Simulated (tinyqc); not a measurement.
From velocity at theta_0 back to overpotential eta: bottom-up copper filling of a trench by curvature-enhanced accelerator coverage. Computed by tinyqc, a small Python program. Command: `OMP_NUM_THREADS=1 python tinyqc.py 3020654 3020655 out.jsonl superfill inv`. One thread of a shared host (Intel(R) Xeon(R) Processor @ 2.30GHz), about 0.2 s of CPU time with the checks.

A rectangular trench keeps vertical walls and a flat floor. An accelerator floats on the surface; where area is lost in the corners it is passed on to the floor.

Inputs (values chosen for the exercise, close to those used for damascene copper plating): exchange current of the suppressed surface i_0 = 0.03 mA/cm^2; exchange current of the accelerated surface i_1 = 3.4 mA/cm^2; transfer coefficient alpha = 0.51; starting coverage theta_0 = 0.015; cupric ion concentration C = 0.83 mol/l; diffusivity D = 4.4e-06 cm^2/s; boundary layer delta = 40 um; temperature T = 298 K.

Constants: e = 1.602176634e-19 C; N_A = 6.02214076e+23 1/mol; k_B = 8.617333262e-05 eV/K.

Method. Kinetic current i_k = [i_0 (1 - theta) + i_1 theta] exp(alpha eta/(k_B T)), limit i_L = 2 F D C/delta, i = 1/(1/i_k + 1/i_L); velocity v = i Omega/(2F), Omega = 7.11 cm^3/mol, F = e N_A. Depletion inside the trench is ignored.

Problem. A run gave the result below. Find the overpotential eta, known to lie between 0.077 and 0.14 V.

velocity at theta_0 = 0.1622501 nm/s

Solution.

Each step takes the trial c = (a f_b - b f_a)/(f_b - f_a), f being the result less the target and a, b, c the logarithms of the listed values; c replaces end b, the old b replaces a if the sign of f changed, and otherwise f_a is halved.

Scan of the range:
```
overpotential eta (V)  velocity at theta_0 (nm/s)
0.0770                                   0.136667
0.0851                                   0.160460
0.0940                                   0.191392
0.1040                                   0.233288
0.1150                                   0.289994
0.1270                                   0.367594
0.1400                                   0.475085
```

False position (Illinois rule, in the logarithm of the input) inside the bracket:
```
step      end a      end b      trial  velocity at theta_0 (nm/s)
1     0.0851000  0.0940000  0.0855913                    0.162029
2     0.0940000  0.0855913  0.0856516                    0.162223
3     0.0940000  0.0856516  0.0856663                    0.162270
4     0.0856516  0.0856663  0.0856600                    0.162250
5     0.0856663  0.0856600  0.0856600                    0.162250
```

Velocity at theta_0 rises at every point of a 13-point scan of the range (every second point is shown), so one value fits; it is bracketed by 0.0851 and 0.0940. Answer: overpotential eta = 0.08566 V.
